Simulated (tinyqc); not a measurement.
Conductance of a narrow metal strip with scatterers (square lattice, Green functions), step by step. Values are carried at full precision from step to step, so a last printed digit may differ when a step is redone from the rounded ones.

A strip of W sites across with hard walls, site energy 0 and hopping -t. Mode n = 1 to W has profile chi_n(j) = sqrt(2/(W + 1)) sin(n j pi/(W + 1)) and energy en = -2t cos(n pi/(W + 1)); E = en - 2t cos(kn a). With z_n = exp(i kn a) (Im k > 0 for closed modes, |z| < 1) each lead gives the self-energy -t z_n in mode n. One column carries the site energies v, here a notch at the edge (a site raised out of reach). In the mode basis V_nm = sum_j chi_n(j) v_j chi_m(j), G = (E - en + 2 t z_n - V)^-1, and t_nm = 2t sqrt(sin(kn a) sin(km a)) G_nm in size for open modes. T = sum |t_nm|^2, conductance (2e^2/h) T.

Constants: e^2/h = 3.874045865e-05 S.

Parameters, chosen for this exercise (hopping and spacing of the size met in Cu or Al; the lattice is a model; the results hold for these values, not for the real material):
```
symbol  value       unit      meaning
t       1.09        eV        hopping
a       2.79        angstrom  spacing
W       3                     sites across
E       -1.46       eV        Fermi energy
v       (50, 0, 0)  eV        site energies in the scattering column
```

## Modes at the Fermi energy

For each n: en, cos(kn a) = (en - E)/(2t), z_n and the velocity 2 t a sin(kn a) (zero if closed).

Modes:
```
n,en (eV),cos(k a),z,dE/dk (eV angstrom)
1,-1.5415,-0.03738,-0.03738+0.99930i,6.0779
2,0.0000,0.66972,0.66972+0.74261i,4.5167
3,1.5415,1.37683,0.43044,0.0000
```

2 of 3 modes are open, so the clean strip has a resistance of 6453 ohm, whatever its length.

## The scatterer in the mode basis

Form V_nm.

V (eV), lower triangle:
```
,n=1,n=2,n=3
n=1,12.5000
n=2,17.6777,25.0000
n=3,12.5000,17.6777,12.5000
```

A single site couples every mode that has amplitude on it.

## Green function and transmission

E - en + 2 t z_n = 2t (z_n - cos(kn a)). Invert, form |t_nm|^2 = (2t)^2 Im(z_n) Im(z_m) |G_nm|^2 and sum. The added resistance is 1/(2 (e^2/h) T) less the same for the clean strip.

G (1/eV):
```
,n=1,n=2,n=3
n=1,-0.0373-0.3471i,-0.0710+0.2130i,0.1182+0.0394i
n=2,-0.0710+0.2130i,-0.1351-0.2124i,0.2249+0.0750i
n=3,0.1182+0.0394i,0.2249+0.0750i,-0.4431-0.1248i
```

|t_nm|^2, lower triangle:
```
,n=1,n=2,n=3
n=1,0.5784
n=2,0.1778,0.1660
n=3,0,0,0
```

T = 1.1000
added resistance = 5280 ohm

Mode 2 passes least (0.344) and mode 1 most (0.756); 32.3 % of the transmitted flux changes mode.

## Checks

- Transmitted plus reflected flux against the number of open modes: both 2.00000.

Program tinyqc; command `OMP_NUM_THREADS=1 python tinyqc.py 1480068 1480069 out.jsonl`; about 0.01 s on one thread of a shared Intel(R) Xeon(R) Processor @ 2.30GHz.
